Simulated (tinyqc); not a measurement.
Free and trapped electrons in a MOS channel with a dense trap tail: one step of the calculation.

p-type body, charge-sheet picture, full ionisation (an idealisation for deep acceptors), Boltzmann statistics for free electrons. e = Ec - EF at the surface. Acceptor-like traps of density D(E) = D0 + De exp(-E/Ew) at depth E below Ec, from 0 to Eu, hold n_t = integral of D(E)/(1 + exp((e - E)/Vt)). psi = Eg - Vt ln(Nv/Na) - e; N_dep = sqrt(2 eps0 eps_r Na (psi - Vt)/q); n_f = sqrt(N_dep^2 + 2 eps0 eps_r Vt Nc exp(-e/Vt)/q) - N_dep; Vg = Vfb + psi + q (N_dep + n_t + n_f)/Cox, Cox = eps0 eox/tox.

Question. Trapped charge. Trapezoid rule on 14 equal steps from 0 to Eu, f = 1/(1 + exp((e - E)/Vt)).

Inputs (values chosen for the exercise); band and dielectric values close to those of 4H silicon carbide:

| symbol | value | unit | meaning |
|---|---|---|---|
| T | 300 | K | temperature |
| D0 | 3e10 | cm^-2 eV^-1 | constant background density of acceptor-like traps |
| De | 1.4e13 | cm^-2 eV^-1 | density of the tail at the conduction edge |
| Ew | 0.05 | eV | decay energy of the tail |
| Eu | 0.54 | eV | depth below Ec down to which the traps reach |
| e | 0.049 | eV | Ec - EF at the surface |

Constants: q = 1.602176634e-19 C, kB = 1.380649e-23 J/K, Vt = kB T/q. Results are converted to the units shown.

Wanted: E; D(E) f; n_t.

Answer.

```
point   E (eV)  D(E) f (cm^-2 eV^-1)
0            0              1.833e12
1      0.03857              2.604e12
2      0.07714              2.261e12
3       0.1157              1.314e12
4       0.1543              6.585e11
5       0.1929              3.246e11
6       0.2314              1.666e11
7       0.2700              9.321e10
8       0.3086              5.923e10
9       0.3471              4.352e10
10      0.3857              3.625e10
11      0.4243              3.289e10
12      0.4629              3.134e10
13      0.5014              3.062e10
14      0.5400              3.029e10
```

n_t = 3.313e11 cm^-2

Numbers from tinyqc (`OMP_NUM_THREADS=1 python tinyqc.py 2222122 2222123 out.jsonl`; about 0.02 s on one thread of a shared Intel Xeon 2.30GHz).
